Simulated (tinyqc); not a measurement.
Band edges of strained Si(1-x)Ge(x) on relaxed Si(1-y)Ge(y): one step. Valence edges of the layer. Five cases, with inputs chosen for the exercise.

Question. Give the strain block and the three twofold edges.

Valence edges: Ev plus the levels of the 6 x 6 matrix of X, Y, Z times spin with -Dso/3 + l exx + m (eyy + ezz) on the diagonal (cyclic), n exy off it, l = av + 2 b, m = av - b, n = sqrt(3) d. Spin-orbit term (Dso/3) L.sigma on X, Y, Z with (L_k)_ij = -i epsilon_kij: <X+|H|Y+> = -i Dso/3, <X+|H|Z-> = Dso/3, <Y+|H|Z-> = -i Dso/3, <Z+|H|X-> = -Dso/3, <Z+|H|Y-> = i Dso/3, <X-|H|Y-> = i Dso/3, and their conjugates; + and - are the spin along z.

Give: strain block; edges from the top.

Case 1.

Interpolated values (a in angstrom, C11, C12, C44 in GPa, all else in eV):
```
symbol,layer,buffer
a,5.450229,5.428000
Dso,0.071500,0.044000
av,2.343600,2.480000
b,-2.148400,-2.100000
d,-4.822800,-4.770000
C11,162.644000,167.000000
C12,61.450000,63.100000
C44,77.959000,79.400000
Ev,0.079200,0.000000
ED,1.126077,1.173000
EL,1.876430,2.018000
aD,1.779400,1.830000
aL,-2.913300,-2.910000
XuD,9.453300,9.450000
XuL,16.018400,16.190000
```

strain tensor in the cubic axes:
```
,x,y,z
x,-0.00407851,0.00000000,0.00000000
y,0.00000000,-0.00407851,0.00000000
z,0.00000000,0.00000000,0.00308188
```

Answer.

strain block (eV):
```
,X,Y,Z
X,0.0035,0,0
Y,0,0.0035,0
Z,0,0,-0.0427
```

edges from the top (eV): 0.0827  0.0594  -0.0116

The top two edges are split by 23 meV.

Case 2.

Interpolated values (a in angstrom, C11, C12, C44 in GPa, all else in eV):
```
symbol,layer,buffer
a,5.514250,5.431000
Dso,0.135760,0.044000
av,2.012300,2.460000
b,-2.281700,-2.130000
d,-5.045000,-4.860000
C11,153.644000,168.000000
C12,57.576000,63.200000
C44,74.620000,79.800000
Ev,0.251600,0.000000
ED,1.029114,1.158000
EL,1.549030,2.023000
aD,1.435300,1.550000
aL,-2.818900,-2.830000
XuD,9.524700,9.410000
XuL,15.576400,16.050000
```

strain tensor in the cubic axes:
```
,x,y,z
x,-0.01509725,0.00000000,0.00000000
y,0.00000000,-0.01509725,0.00000000
z,0.00000000,0.00000000,0.01131498
```

Answer.

strain block (eV):
```
,X,Y,Z
X,0.0223,0,0
Y,0,0.0223,0
Z,0,0,-0.1585
```

edges from the top (eV): 0.2739  0.2088  0.0224

The top two edges are split by 65 meV.

Case 3.

Interpolated values (a in angstrom, C11, C12, C44 in GPa, all else in eV):
```
symbol,layer,buffer
a,5.620960,5.487370
Dso,0.247280,0.099660
av,1.421600,2.190200
b,-2.503200,-2.210400
d,-5.253200,-4.960400
C11,134.896000,158.137000
C12,51.076000,60.897000
C44,68.300000,75.925000
Ev,0.554400,0.151800
ED,0.928725,1.055873
EL,0.949600,1.748700
aD,1.440000,1.592500
aL,-2.788000,-3.123500
XuD,9.273200,9.285400
XuL,15.398800,16.118600
```

strain tensor in the cubic axes:
```
,x,y,z
x,-0.02376640,0.00000000,0.00000000
y,0.00000000,-0.02376640,0.00000000
z,0.00000000,0.00000000,0.01799746
```

Answer.

strain block (eV):
```
,X,Y,Z
X,0.0626,0,0
Y,0,0.0626,0
Z,0,0,-0.2511
```

edges from the top (eV): 0.6170  0.5007  0.1723

The top two edges are split by 116 meV.

Case 4.

Interpolated values (a in angstrom, C11, C12, C44 in GPa, all else in eV):
```
symbol,layer,buffer
a,5.468250,5.430000
Dso,0.085820,0.044000
av,2.277500,2.490000
b,-2.169700,-2.100000
d,-4.946700,-4.860000
C11,159.385000,166.100000
C12,61.461000,64.300000
C44,77.243000,79.300000
Ev,0.105400,0.000000
ED,1.081331,1.153000
EL,1.779120,1.994000
aD,1.527100,1.590000
aL,-3.175900,-3.300000
XuD,9.315000,9.230000
XuL,16.276200,16.470000
```

strain tensor in the cubic axes:
```
,x,y,z
x,-0.00699493,0.00000000,0.00000000
y,0.00000000,-0.00699493,0.00000000
z,0.00000000,0.00000000,0.00539467
```

Answer.

strain block (eV):
```
,X,Y,Z
X,0.0073,0,0
Y,0,0.0073,0
Z,0,0,-0.0733
```

edges from the top (eV): 0.1127  0.0776  -0.0186

The top two edges are split by 35 meV.

Case 5.

Interpolated values (a in angstrom, C11, C12, C44 in GPa, all else in eV):
```
symbol,layer,buffer
a,5.506570,5.431000
Dso,0.125180,0.044000
av,2.040600,2.430000
b,-2.255100,-2.100000
d,-4.945100,-4.790000
C11,154.563000,167.400000
C12,59.586000,64.800000
C44,75.476000,79.700000
Ev,0.237600,0.000000
ED,1.045369,1.168000
EL,1.564500,1.977000
aD,1.555100,1.730000
aL,-2.881300,-3.010000
XuD,9.110200,8.800000
XuL,15.583500,15.930000
```

strain tensor in the cubic axes:
```
,x,y,z
x,-0.01372361,0.00000000,0.00000000
y,0.00000000,-0.01372361,0.00000000
z,0.00000000,0.00000000,0.01058125
```

Answer.

strain block (eV):
```
,X,Y,Z
X,0.0204,0,0
Y,0,0.0204,0
Z,0,0,-0.1440
```

edges from the top (eV): 0.2580  0.1983  0.0281

The top two edges are split by 60 meV.

Computed by tinyqc, one run a case: `OMP_NUM_THREADS=1 python tinyqc.py N N+1 out.jsonl` with N = 1050757, 1050808, 1050843, 1050937, 1051086; one thread of a shared Intel(R) Xeon(R) Processor @ 2.30GHz, about 0.02 s a run at most.
